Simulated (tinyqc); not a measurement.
# Kinetic Monte Carlo and master equation for a particle on a ring of sites with traps and bias, step by step

A worked calculation. Computed by tinyqc, a small Python program that keeps every step. Command: `OMP_NUM_THREADS=1 python tinyqc.py 3016901 3016902 out.jsonl kmc walk`. One thread of a shared host (Intel(R) Xeon(R) Processor @ 2.30GHz), about 0.09 s of CPU time with the checks. Intermediate numbers are printed to about 6 digits and carried at full precision; extremes and crossings named in words are read from the listed rows.

6 sites on a ring, numbered 1 to 6. The saddle between i and i+1 lies at E0 + s b_i and site i at s eps_i; a force F tilts the landscape, with the saddle half-way.

Inputs (values chosen for the exercise, for a model defect):

| quantity | value | unit |
|---|---|---|
| reference barrier E0 | 0.87 | eV |
| scale factor s of the disorder | 1 | - |
| attempt frequency nu | 7.3 | THz |
| temperature T | 730 | K |
| site spacing a | 3.3 | angstrom |
| force F along the ring | 0.0063 | eV/angstrom |
| seed of the random numbers | 646512 | - |

Disorder: random barriers.

site energies eps_i (eV): 0  0  0  0  0  0

saddle shifts b_i between sites i and i+1 (eV): -0.062  -0.085  -0.004  -0.068  -0.052  -0.094

Constants: k_B = 8.617333262e-05 eV/K.

## Rate table

Rates: k(i to i+1) = nu exp(-(E0 + s b_i - s eps_i - F a/2)/(k_B T)), k(i to i-1) = nu exp(-(E0 + s b_(i-1) - s eps_i + F a/2)/(k_B T)). Share right = k right/(k right + k left); mean stay = 1/(k right + k left).

Rates, shares of right hops and mean stays:

| site | k right (1/s) | k left (1/s) | share right | mean stay (s) |
|---|---|---|---|---|
| 1 | 2.27412e+07 | 2.71772e+07 | 0.455567 | 2.00327e-08 |
| 2 | 3.27794e+07 | 1.63412e+07 | 0.667325 | 2.03581e-08 |
| 3 | 9.04466e+06 | 2.35543e+07 | 0.277452 | 3.06758e-08 |
| 4 | 2.50170e+07 | 6.49923e+06 | 0.793782 | 3.17297e-08 |
| 5 | 1.93988e+07 | 1.79765e+07 | 0.519027 | 2.67556e-08 |
| 6 | 3.78211e+07 | 1.39394e+07 | 0.730694 | 1.93197e-08 |

The particle stays longest on site 4, 1.6 times as long as on the quickest site.

## Twelve steps of the residence-time algorithm

Random numbers:

| step | r1 | r2 |
|---|---|---|
| 1 | 0.7653 | 0.0345 |
| 2 | 0.1019 | 0.5490 |
| 3 | 0.4342 | 0.1191 |
| 4 | 0.1081 | 0.8911 |
| 5 | 0.2825 | 0.8097 |
| 6 | 0.0237 | 0.1190 |
| 7 | 0.7519 | 0.5264 |
| 8 | 0.3066 | 0.2050 |
| 9 | 0.7594 | 0.2203 |
| 10 | 0.3786 | 0.2670 |
| 11 | 0.9124 | 0.9940 |
| 12 | 0.3179 | 0.1771 |

Start on site 1 at t = 0. Hop right if r1 is below the share right, else left; advance the clock by -ln(r2) times the mean stay.

Trajectory:

| step | site | hop | wait (s) | clock (s) | net hops |
|---|---|---|---|---|---|
| 1 | 1 | left | 6.74460e-08 | 6.74460e-08 | -1 |
| 2 | 6 | right | 1.15852e-08 | 7.90312e-08 | 0 |
| 3 | 1 | right | 4.26254e-08 | 1.21657e-07 | 1 |
| 4 | 2 | right | 2.34726e-09 | 1.24004e-07 | 2 |
| 5 | 3 | left | 6.47540e-09 | 1.30479e-07 | 1 |
| 6 | 2 | right | 4.33349e-08 | 1.73814e-07 | 2 |
| 7 | 3 | left | 1.96845e-08 | 1.93499e-07 | 1 |
| 8 | 2 | right | 3.22624e-08 | 2.25761e-07 | 2 |
| 9 | 3 | left | 4.64053e-08 | 2.72166e-07 | 1 |
| 10 | 2 | right | 2.68830e-08 | 2.99049e-07 | 2 |
| 11 | 3 | left | 1.84609e-10 | 2.99234e-07 | 1 |
| 12 | 2 | right | 3.52407e-08 | 3.34475e-07 | 2 |

## Steady state

Master equation dP/dt = W P, W_(i+1,i) = k right, W_(i-1,i) = k left, columns summing to zero. The steady state is its null vector; drift v = a sum P_i (k right - k left). D = a^2 lambda''(0)/2, where lambda(q) is the leading eigenvalue of W with right hops weighted by exp(q) and left hops by exp(-q). The slowest relaxation rate is minus the real part of the next eigenvalue of W. 1 angstrom = 1e-8 cm.

occupations P_i: 0.168693  0.177924  0.208177  0.146801  0.152629  0.145776

drift velocity v = 0.183901 cm/s

diffusivity D = 1.88501e-08 cm^2/s

slowest relaxation rate = 1.77114e+07 1/s

The Boltzmann occupations exp(-s eps_i/(k_B T))/Z differ from these by at most 0.042: the current piles particles up in front of high saddles.

## Closed form at zero force

At zero force D0 = a^2 nu exp(-E0/(k_B T)) / [<exp(-s eps/(k_B T))> <exp(s b/(k_B T))>], with means over the ring; Einstein relation v = D0 F/(k_B T); 1 angstrom = 1e-8 cm.

zero-force diffusivity D0 = 1.82795e-08 cm^2/s

D0 over the value without disorder = 2.33305

Einstein drift = 0.183066 cm/s

F a/(k_B T) = 0.330; the true drift is 1.0046 times the Einstein value.

## Sampled drift against the exact one

400 independent walkers start on sites drawn with weights P_i (k right + k left), the steady shares of hops (random numbers not printed); the estimate is total displacement over total time, with its standard error from the spread between walkers.

Drift from sampling:

| hops per walker | estimate (cm/s) | standard error (cm/s) | deviation in standard errors |
|---|---|---|---|
| 10 | 0.197731 | 0.0200174 | 0.69090 |
| 30 | 0.179816 | 0.0112210 | -0.36402 |
| 100 | 0.187669 | 0.0062948 | 0.59869 |
| 300 | 0.187967 | 0.0034650 | 1.17343 |
| 1000 | 0.189873 | 0.0020991 | 2.84515 |
| 3000 | 0.185872 | 0.0011297 | 1.74521 |

The exact drift is 0.1839 cm/s. The standard error falls by a factor 3.00 from 100 to 1000 hops (sqrt10 = 3.16), and in the last row it is 0.61 % of the drift.

Checks made by the program: closed form against the master equation at zero force (relative difference 1e-06).
